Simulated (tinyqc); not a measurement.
## A chain with two barriers and dephasing by Buettiker voltage probes: resistance against length

Sites 1 to 5 form a chain with hopping -t. Lead L joins site 1 and lead R site 5, both semi-infinite chains with hopping -t and site energy 0. Every site carries a probe with self-energy -i Gamma_p/2 that draws no net current. Linear response at zero temperature: mu_L = 1, mu_R = 0 in units of the bias.

Sigma = t^2 g(E), g(x) = (x - i sqrt(4 t^2 - x^2))/(2 t^2) for |x| < 2 t and (x - sign(x) sqrt(x^2 - 4 t^2))/(2 t^2) otherwise; Gamma = -2 Im Sigma; G = (E - H - Sigma_L - Sigma_R + i Gamma_p/2)^(-1). With Gamma the broadening by one lead, T_RL = Gamma^2 |G_(last,1)|^2, T_pL = Gamma Gamma_p |G_(p,1)|^2, T_pR = Gamma Gamma_p |G_(p,last)|^2, T_pq = Gamma_p^2 |G_(p,q)|^2 for p != q. No current into probe p: W mu = T_pL with W_pp = T_pL + T_pR + sum_q T_pq and W_pq = -T_pq. Then T_eff = T_RL + sum_p T_pR mu_p, and the resistance is (h/2q^2)/T_eff. Without probes means Gamma_p = 0. The list U is repeated k times, each site with its probe.

Inputs (values chosen for the exercise):
- t = 1 eV (hopping (matrix element -t))
- U = [1.8, 0, 0, 0, 1.9] eV (site energies 1 to N)
- E = -0.1 eV (Fermi energy)
- gp = 0.74 eV (probe broadening Gamma_p)

Constants: q = 1.602176634e-19 C, h = 6.62607015e-34 J s. Results are converted to the units shown.

Results:

| k | sites | T without probes | T_eff | resistance (kohm) |
|---|---|---|---|---|
| 1 | 5 | 0.31499 | 0.29458 | 43.813 |
| 2 | 10 | 0.038174 | 0.12718 | 101.48 |
| 3 | 15 | 0.0040867 | 0.077144 | 167.30 |
| 4 | 20 | 4.3174e-4 | 0.055132 | 234.10 |
| 6 | 30 | 4.8046e-6 | 0.035090 | 367.80 |
| 8 | 40 | 5.3457e-8 | 0.025735 | 501.51 |
| 16 | 80 | 8.1922e-16 | 0.012454 | 1036.3 |

Estimate the missing row, k = 12.

Computed row:

| k | sites | T without probes | T_eff | resistance (kohm) |
|---|---|---|---|---|
| 12 | 60 | 6.6176e-12 | 0.016785 | 768.91 |

With this row back in the table: The resistance rises from 43.8 to 1040 kohm, by 13.4 kohm a site between k = 8 and 12 and 13.4 between 12 and 16: Ohm's law, R = R0 + rho N with the extrapolated intercept R0 = -33.3 kohm (h/2q^2 = 12.91 kohm). The intercept differs from h/2q^2, since the ends of the chain scatter differently from its bulk, so no mean free path is read from it. Without probes T has fallen to 8.19e-16.

tinyqc, about 0.01 s, one thread, Intel Xeon 2.30GHz (shared host): `OMP_NUM_THREADS=1 python tinyqc.py 2700022 2700023 out.jsonl`
